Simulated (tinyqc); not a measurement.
## Threshold-voltage variability of a planar MOSFET, analytic estimates: a gate of 4 grains

Three independent sources add in quadrature: random dopants in the depleted layer, metal-gate grains of two orientations, and roughness of the two gate edges acting through the roll-off VT = VT(long) - Vr exp(-L/l). These are first-order estimates: no three-dimensional electrostatics, no percolation.

Each of 4 equal grains has the higher work function with probability p; the threshold shift is dW (j/4 - p) for j such grains, and the off current changes by exp(-shift/(n Vt)).

Values chosen for this exercise; material values those of a made-up semiconductor: temperature T = 273 K; work-function difference of the two grain orientations dW = 0.15 eV; share of the orientation of higher work function p = 0.6; subthreshold factor n = 1.45.

Constants: q = 1.602176634e-19 C, kB = 1.380649e-23 J/K, Vt = kB T/q. Results are converted to the units shown.

Distribution:

| j | probability | shift (mV) | Ioff factor | probability x factor |
|---|---|---|---|---|
| 0 | 0.02560 | -90.00 | 13.99 | 0.3582 |
| 1 | 0.1536 | -52.50 | 4.660 | 0.7158 |
| 2 | 0.3456 | -15.00 | 1.552 | 0.5365 |
| 3 | 0.3456 | 22.50 | 0.5171 | 0.1787 |
| 4 | 0.1296 | 60.00 | 0.1722 | 0.02232 |

What do the numbers show?

The standard deviation is dW sqrt(p (1 - p)/4) = 36.7 mV. The mean off current is 1.81 times the nominal one; the log-normal formula exp(s^2/(2 (n Vt)^2)) gives 1.79. Devices with j = 1, 15 % of all, carry 40 % of the mean leakage.

Computed by the program tinyqc: `OMP_NUM_THREADS=1 python tinyqc.py 2090016 2090017 out.jsonl`, one thread of a shared Intel Xeon 2.30GHz, about 0.01 s for the whole run.
